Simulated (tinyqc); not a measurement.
# A particle near a wafer in liquid: double-layer and van der Waals forces (DLVO), deposition barrier and removal, step by step

A worked calculation. Computed by tinyqc, a small Python program that keeps every step. Command: `OMP_NUM_THREADS=1 python tinyqc.py 3111433 3111434 out.jsonl dlvo walk`. One thread of a shared host (Intel(R) Xeon(R) Processor @ 2.30GHz), about 0.01 s of CPU time with the checks. Intermediate numbers are printed to about 6 digits and carried at full precision; extremes and crossings named in words are read from the listed rows.

Sphere and flat wall, Derjaguin approximation, constant potentials in the linear-superposition form, no retardation and no hydration force.

Inputs (values chosen for the exercise, of the order of those for silicon nitride on silicon in water):
```
quantity                             value   unit
particle radius R                       25     nm
Hamaker constant A                 3.4e-20      J
potential of the particle psi_1        -43     mV
potential of the wafer psi_2           -45     mV
salt concentration c               0.00019  mol/L
valence z of the symmetric salt          2      -
temperature T                          343      K
dielectric constant of the liquid     63.7      -
gap h                                  1.3     nm
contact distance h0                    0.4     nm
contact radius over R                 0.16      -
viscosity                             0.96  mPa s
```

Constants: e = 1.602176634e-19 C; N_A = 6.02214076e+23 1/mol; eps_0 = 8.8541878128e-12 F/m; k_B = 1.380649e-23 J/K; k_B = 8.617333262e-05 eV/K.

## Screening

kappa^2 = 2 z^2 e^2 N_A (1000 c)/(eps eps_0 k_B T); gamma_i = tanh(z e psi_i/(4 k_B T)); Z = 64 pi eps eps_0 (k_B T/(z e))^2 gamma_1 gamma_2.

kappa = 0.0937940 1/nm

Debye length = 10.6617 nm

gamma_1 = -0.621470

gamma_2 = -0.641800

Z = 9.87899 pN

kappa R = 2.34485

Like signs: the double layers repel. Caution: kappa R is not large, so the Derjaguin approximation is only rough at gaps of the order of the Debye length.

## Energy and force at one gap

U(h) = Z R exp(-kappa h) - A R/(6 h); F(h) = -dU/dh = kappa Z R exp(-kappa h) - A R/(6 h^2), positive for repulsion.

double-layer energy = 46.1658 k_B T

van der Waals energy = -23.0116 k_B T

U(h) = 23.1542 k_B T

F(h) = -63.3208 pN

Caution: for kappa h below 1 linear superposition is only rough, and charge regulation matters.

## The curve

The formulas are those given above.

Against the gap:
```
h (nm)  kappa h  U (k_B T)        F (pN)
0.4     0.03752   -24.5556  -8.63105e+02
0.6     0.05628    -0.5599  -3.71621e+02
1.0     0.09379    17.5682  -1.20576e+02
1.5     0.14069    25.3645  -4.28384e+01
2.5     0.23448    29.2854  -4.34387e+00
4.0     0.37518    28.3588   7.06391e+00
7.0     0.65656    22.7744   9.12285e+00
12.0    1.12553    14.4296   6.53273e+00
20.0    1.87588     6.4951   3.19514e+00
40.0    3.75176     0.4765   4.55284e-01
```

Caution: in rows where h is not small against R, A R/(6 h) overstates the van der Waals term. Caution: in rows with kappa h below 1 linear superposition is only rough.

## Barrier and secondary minimum

F = 0 reads x^2 exp(-x) = y with x = kappa h and y = A kappa/(6 Z); the left side peaks at x = 2 with 4/e^2 = 0.5413, so roots exist for smaller y: x < 2 is the barrier, x > 2 the secondary minimum.

y = 0.0538010

position of the barrier = 2.82304 nm

barrier height = 29.4236 k_B T

position of the secondary minimum = 71.8382 nm

energy at the secondary minimum = -0.354621 k_B T

A barrier above 15 k_B T practically stops deposition.

## Critical salt concentration

The barrier height is zero when U = 0 and F = 0 together: kappa h = 1 and kappa = 6 Z/(e A), e = 2.718282 here; c follows from kappa^2, with the potentials held fixed.

critical kappa = 0.641343 1/nm

critical concentration = 0.00888351 mol/L

## Adding salt

kappa scales as sqrt(c); potentials are held fixed. A dash marks rows without a maximum.

Against the concentration:
```
c (mol/L)  Debye length (nm)  barrier at (nm)  barrier (k_B T)  minimum at (nm)  minimum (k_B T)
8.88e-07             155.954          9.75873          45.9236      1.60045e+03     -1.68703e-02
8.88e-06              49.317          5.63119          41.2125      4.34217e+02     -6.10696e-02
8.88e-05              15.595          3.32766          33.1417      1.13385e+02     -2.27548e-01
4.44e-04               6.974          2.37068          24.5052      4.26960e+01     -5.86201e-01
1.78e-03               3.483          1.84110          14.4933      1.75478e+01     -1.36637e+00
4.44e-03               2.206          1.62619           6.5534      9.33425e+00     -2.44762e+00
8.00e-03               1.643          1.56123           1.0045      5.96744e+00     -3.63276e+00
1.33e-02               1.274          1.60468          -3.8381      3.80543e+00     -5.22872e+00
2.67e-02               0.899                -                -                -                -
```

At low salt the barrier tends to Z R = 52.2 k_B T; it is half of that between 8.9e-5 and 4.4e-4 mol/L and changes sign at 0.0089 mol/L, while the secondary minimum deepens to -3.6 k_B T at 0.9 of that.

## Removing an attached particle

Adhesion F_a = A R/(6 h0^2) [1 + a^2/(R h0)] - kappa Z R exp(-kappa h0), a the contact radius. Drag in a shear flow F_d = 1.7 x 6 pi mu R^2 G, acting at 1.4 R; rolling starts when 1.4 R F_d = a F_a. Wall shear stress = mu G.

van der Waals adhesion = 2302.08 pN

net adhesion F_a = 2279.77 pN

wall shear stress for rolling = 13009.3 Pa

shear rate G = 1.35513e+07 1/s

Checks made by the program: force against a difference of U (relative difference below 1e-10).
